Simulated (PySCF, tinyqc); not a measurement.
Ways to converge the cycle: SCF convergence aids in the sto-3g basis, for H6, spin multiplicity 1. Computed by the program tinyqc with PySCF. Command: `OMP_NUM_THREADS=1 python tinyqc.py 114145 114146 out.jsonl`; one thread of a shared host (Intel(R) Xeon(R) Processor @ 2.60GHz), about 0.6 s.

Geometry (angstrom):
```
atom       x       y       z
H     0.0000  0.0000  0.0000
H     0.0000  0.0000  1.3210
H     0.0000  0.0000  3.1730
H     0.0000  0.0000  4.4940
H     0.0000  0.0000  6.3460
H     0.0000  0.0000  7.6670
```

lowest restricted solution found by these runs and by PySCF = -2.899465 hartree

RHF with one setting changed at a time; a run stops when the energy changes by less than 1e-09 hartree and the error matrix is below 1e-5. The start is random orbitals. Damping d keeps d of the old density; a shift (hartree) raises the virtual levels; DIIS n extrapolates F over n matrices.

Largest element of the error matrix X^T (FDS - SDF) X:
```
iteration    plain  damping 0.3  damping 0.6  shift 0.4   DIIS 3   DIIS 8
1          3.3e-01      3.3e-01      3.3e-01    3.3e-01  3.3e-01  3.3e-01
2          2.4e-01      1.9e-01      2.6e-01    3.2e-01  2.4e-01  2.4e-01
3          7.1e-02      8.5e-02      1.9e-01    3.2e-01  6.1e-02  6.1e-02
4          1.5e-02      3.5e-02      1.3e-01    3.6e-01  5.5e-03  5.5e-03
5          4.4e-03      1.6e-02      8.6e-02    1.6e-01  1.4e-03  1.2e-03
6          1.3e-03      7.7e-03      5.7e-02    5.9e-02  1.9e-04  2.3e-04
8          1.2e-04      1.9e-03      2.4e-02    1.3e-02  6.5e-06  5.4e-06
10         1.1e-05      4.8e-04      1.1e-02    4.1e-03        -        -
14               -      3.2e-05      2.5e-03    4.0e-04        -        -
20               -      5.7e-07      3.2e-04    1.2e-05        -        -
30               -            -      1.1e-05          -        -        -
```

How each run ends:
```
run          iterations  E (hartree)         state
plain                11    -2.899465  lowest found
damping 0.3          20    -2.899465  lowest found
damping 0.6          43    -2.899465  lowest found
shift 0.4            21    -2.899465  lowest found
DIIS 3                9    -2.899465  lowest found
DIIS 8                9    -2.899465  lowest found
```

6 of 6 runs reach the lowest restricted solution found, in 9 to 43 iterations (fastest: DIIS 3, DIIS 8). Plain steps already contract here, so damping only slows them. DIIS 3 and DIIS 8 gain by cancelling the error over several earlier matrices, much as a quasi-Newton step does. The restricted reference is unstable here: a spin-polarised solution lies 0.0475 hartree lower (PySCF), so results built on it describe a poor reference.
